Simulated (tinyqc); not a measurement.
From results back to parameters: two-dimensional electron gas with Rashba and Dresselhaus coupling. Five cases, with inputs chosen for the exercise.

Problem. For pure Rashba coupling above the band crossing, k_outer - k_inner = al m/c with c = hbar^2/2m0, and each branch holds k^2/(4 pi) electrons per area. Beating of Shubnikov-de Haas oscillations gives the two densities; those below come from a hidden al (1e11/cm^2 = 1e-5/angstrom^2).

Constants: hbar^2/2m0 = 3.80998211 eV angstrom^2.

Case 1.

Values chosen (out of a larger set: of the size met in InAs; not measured data): m = 0.0245 m0 (mass).

densities (1e11/cm^2): outer 1.678441, inner 1.421559

Case 2.

Values chosen (out of a larger set: of the size met in InGaAs; not measured data): m = 0.0417 m0 (mass).

densities (1e11/cm^2): outer 3.583550, inner 2.816450

Case 3.

Values chosen (out of a larger set: of the size met in InSb; not measured data): m = 0.0134 m0 (mass).

densities (1e11/cm^2): outer 1.874435, inner 1.625565

Case 4.

Values chosen (out of a larger set: of the size met in GaAs; not measured data): m = 0.0674 m0 (mass).

densities (1e11/cm^2): outer 1.945677, inner 1.854323

Case 5.

Values chosen (out of a larger set: of the size met in GaAs; not measured data): m = 0.0714 m0 (mass).

densities (1e11/cm^2): outer 1.278034, inner 1.221966

Find: k_outer, k_inner; al.

Solution. k = sqrt(4 pi n) for each branch, and al = c (k_outer - k_inner)/m.

Case 1.

k_outer, k_inner (1/angstrom): 0.01452  0.01337

al = 0.180 eV angstrom

Case 2.

k_outer, k_inner (1/angstrom): 0.02122  0.01881

al = 0.220 eV angstrom

Case 3.

k_outer, k_inner (1/angstrom): 0.01535  0.01429

al = 0.300 eV angstrom

Case 4.

k_outer, k_inner (1/angstrom): 0.01564  0.01527

al = 0.0210 eV angstrom

Case 5.

k_outer, k_inner (1/angstrom): 0.01267  0.01239

al = 0.0150 eV angstrom

Computed by tinyqc, one run a case: `OMP_NUM_THREADS=1 python tinyqc.py N N+1 out.jsonl` with N = 1480502, 1480560, 1480631, 1480909, 1481070; one thread of a shared Intel(R) Xeon(R) Processor @ 2.30GHz, about 0.01 s a run at most.
